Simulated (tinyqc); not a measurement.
# Changing the critical dose Q_c

Model: permeation of metal atoms or ions through a thin barrier or dielectric: time lag, field-aided drift and lifetime. Computed by tinyqc, a small Python program. Command: `OMP_NUM_THREADS=1 python tinyqc.py 3007787 3007788 out.jsonl barrier sweep`. One thread of a shared host (Intel(R) Xeon(R) Processor @ 2.30GHz), about 0.03 s of CPU time with the checks.

The film 0 < x < d is empty at first; C = C0 at x = 0 and C = 0 at x = d. dC/dt = D d2C/dx2.

Inputs (values chosen for the exercise, for a model case: neutral metal atoms through a barrier):
```
quantity                                   value    unit
thickness d                                  5.8      nm
prefactor D0                                0.95  cm^2/s
activation energy E                         1.49      eV
concentration at the source side C0      2.7e+18  1/cm^3
charge number z                                0       -
voltage V (positive drives ions across)        0       V
test temperature T                           150       C
use temperature T_u                           85       C
```

Constants: k_B = 8.617333262e-05 eV/K.

Method:
- D = D0 exp(-E/(k_B T)); time scale d^2/D; Peclet number P = z V/(k_B T), k_B T in eV; 1 nm = 1e-7 cm.
- Temperatures in kelvin are T(C) + 273.15.
- Steady flux J = (D C0/d) P/(1 - exp(-P)); time lag in units of d^2/D: s_L = [P (1 + exp(-P))/(1 - exp(-P)) - 2]/P^2 (P = 0: J = D C0/d, s_L = 1/6).
- Dose through the film Q(s) = C0 d {f (s - s_L) - 2 exp(P/2) sum_(n=1..200) (-1)^n n^2 pi^2 exp(-l_n s)/l_n^2}, l_n = n^2 pi^2 + P^2/4, f = P/(1 - exp(-P)) the relative flux.
- Solve Q = Q_c for s. At the use temperature D and P take T_u, with the same C0 and V; 1 year = 3.15576e7 s.

One run for each value:
```
critical dose Q_c (1/cm^2)  failure time at T (s)  s at the critical dose  failure time at T_u (years)
1.00e+09                               1.1406e+04              5.7796e-02                   6.0084e-01
1.00e+10                               1.8667e+04              9.4586e-02                   9.8329e-01
1.00e+11                               4.0121e+04              2.0329e-01                   2.1134e+00
1.00e+12                               1.5890e+05              8.0516e-01                   8.3703e+00
1.00e+13                               1.2931e+06              6.5524e+00                   6.8117e+01
1.00e+14                               1.2635e+07              6.4024e+01                   6.6557e+02
1.00e+15                               1.2606e+08              6.3874e+02                   6.6402e+03
```

Over the rows, failure time at T (s) rises from 11400 to 1.26e8 (exponent d ln y / d ln x 0.21 between the first rows and 1.00 between the last); s at the critical dose rises from 0.0578 to 639 (exponent d ln y / d ln x 0.21 between the first rows and 1.00 between the last); failure time at T_u (years) rises from 0.601 to 6640 (exponent d ln y / d ln x 0.21 between the first rows and 1.00 between the last). At the high end the exponent of failure time at T is 1.00, close to 1: steady flow.

Caution (all rows): grain boundaries, pinholes, trapping and space charge are left out; thin real barriers usually fail at defects.
